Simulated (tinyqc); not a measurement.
Delta-doped HEMT, charge control: one step of the calculation.

A two-dimensional electron gas of density ns under a barrier. EF and the subbands are counted from the conduction-band edge of the channel at the interface. Two subbands of a triangular well with an infinite wall, parabolic band, no carriers in the barrier.

Task. Barrier and off voltage. Fully depleted barrier with eb = ebr: Vp = q ND (d - ds)/(eps0 eb); donors per area ND; Voff = phiB - dEc - Vp.

Inputs (values chosen for the exercise); material values close to those of InAlAs on In0.53Ga0.47As:
```
symbol,value,unit,meaning
d,38,nm,barrier thickness from gate to channel
ds,2.1,nm,undoped spacer next to the channel
ebr,12.2,,relative permittivity of the barrier
phiB,0.671,eV,barrier height of the gate
dEc,0.514,eV,conduction-band offset
ND,2.7e12,cm^-2,sheet density of the donor plane at ds from the channel
```

Constants: q = 1.602176634e-19 C, eps0 = 8.8541878128e-14 F/cm where lengths are in cm. Results are converted to the units shown.

Give: Vp; donors per area; eb; Voff.

Result.

Vp = 1.4377 V
donors per area = 2.7000e12 cm^-2
eb = 12.200
Voff = -1.2807 V

Computed by the program tinyqc: `OMP_NUM_THREADS=1 python tinyqc.py 2180157 2180158 out.jsonl`, one thread of a shared Intel Xeon 2.30GHz, about 0.01 s for the whole run.
